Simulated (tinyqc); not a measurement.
# From M_n back to bias as a fraction of the breakdown voltage

Model: avalanche multiplication and breakdown of a junction from ionisation integrals. Computed by tinyqc, a small Python program. Command: `OMP_NUM_THREADS=1 python tinyqc.py 3002206 3002207 out.jsonl impact inv`. One thread of a shared host (Intel(R) Xeon(R) Processor @ 2.30GHz), about 0.07 s of CPU time with the checks.

Ionisation coefficients follow the local field. Position x runs through the depletion layer from the p side (x = 0), where electrons enter, to the n side (x = w), where holes enter. The built-in voltage is neglected.

Inputs (values chosen for the exercise, modelled on GaN):
```
quantity                               value    unit
electron prefactor a_n               4.8e+08    1/cm
electron field b_n                   3.3e+07    V/cm
hole prefactor a_p                  6.89e+06    1/cm
hole field b_p                      1.52e+07    V/cm
exponent c                                 1       -
permittivity eps                         9.7       -
doping N of the lightly doped side   5.2e+16  1/cm^3
```

Junction: one-sided abrupt p+n.

Constants: e = 1.602176634e-19 C; eps_0 = 8.8541878128e-12 F/m.

Method:
- alpha_n = a_n exp(-(b_n/F)^c), alpha_p = a_p exp(-(b_p/F)^c).
- Field F = F_m (1 - s), w = eps eps_0 F_m/(e N), V = F_m w/2, with s = x/w (the peak lies at the p+ side).
- With Phi(x) = int_0^x (alpha_n - alpha_p) dx': 1 - 1/M_n = I_n = int_0^w alpha_n exp(-Phi) dx and M_p = M_n exp(-Phi(w)); trapezoid rule on 401 even points; breakdown at I_n = 1.
- Solve I_n(F_m) = 1.
- Bias V = fraction times the breakdown voltage.
- M_n = 1/(1 - I_n), M_p = M_n exp(-Phi(w)); McIntyre excess noise for the carrier with the larger M, F_x = k M + (1 - k)(2 - 1/M), with k = (smaller M - 1)/(larger M - 1).

Problem. A run gave the result below. Find the bias as a fraction of the breakdown voltage, known to lie between 0.54 and 0.95.

M_n = 1.782731

Solution.

Each step takes the trial c = (a f_b - b f_a)/(f_b - f_a), f being the result less the target and a, b, c the logarithms of the listed values; c replaces end b, the old b replaces a if the sign of f changed, and otherwise f_a is halved.

Scan of the range:
```
bias as a fraction of the breakdown voltage      M_n
0.540                                        1.00550
0.593                                        1.01212
0.652                                        1.02688
0.716                                        1.05984
0.787                                        1.14090
0.865                                        1.37913
0.950                                        2.67723
```

False position (Illinois rule, in the logarithm of the input) inside the bracket:
```
step     end a     end b     trial      M_n
1     0.865000  0.950000  0.890580  1.54752
2     0.950000  0.890580  0.902637  1.66091
3     0.950000  0.902637  0.912573  1.77969
4     0.950000  0.912573  0.913066  1.78633
5     0.912573  0.913066  0.912799  1.78272
6     0.913066  0.912799  0.912800  1.78273
7     0.913066  0.912800  0.912800  1.78273
8     0.912800  0.912800  0.912800  1.78273
```

M_n rises at every point of a 13-point scan of the range (every second point is shown), so one value fits; it is bracketed by 0.865 and 0.950. Answer: bias as a fraction of the breakdown voltage = 0.9128.
